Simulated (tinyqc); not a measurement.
Three-phonon processes in a diatomic chain: dispersion, energy and momentum conservation, and decay channels of optical phonons: one step, computed by the program tinyqc. Command: `OMP_NUM_THREADS=1 python tinyqc.py 3120372 3120373 out.jsonl threeph walk`. One thread of a shared host (Intel(R) Xeon(R) Processor @ 2.30GHz), about 0.05 s of CPU time with the checks.

Cell length a, two atoms, one spring constant. x = q a/pi runs from -1 to 1; A and O are the acoustic and optical branches. Matrix elements are not computed: only conservation laws and occupation factors are followed.

Task: Band edges. omega^2 = k (1/m + 1/M) -/+ k sqrt((1/m + 1/M)^2 - 4 sin^2(pi x/2)/(m M)); nu = 15.6333042 THz x sqrt(omega^2) for eV/(angstrom^2 u). Acoustic top sqrt(2 k/M), optical bottom sqrt(2 k/m), optical top sqrt(2 k (1/m + 1/M)).

Inputs (values chosen for the exercise, for a model chain): light mass m = 27 u; heavy mass M = 40.2 u; spring constant k = 4.6 eV/angstrom^2.

Constants: nu for 1 eV/(angstrom^2 u) = 15.6333042 THz.

Give: acoustic top; optical bottom; optical top; optical top over twice the acoustic top; optical bottom over twice the acoustic top; optical width over acoustic top.

Result:

acoustic top = 7.4788 THz

optical bottom = 9.1256 THz

optical top = 11.799 THz

optical top over twice the acoustic top = 0.78881

optical bottom over twice the acoustic top = 0.61010

optical width over acoustic top = 0.35742

The zone-centre optical phonon can decay into two acoustic ones: this needs M/m <= 3.
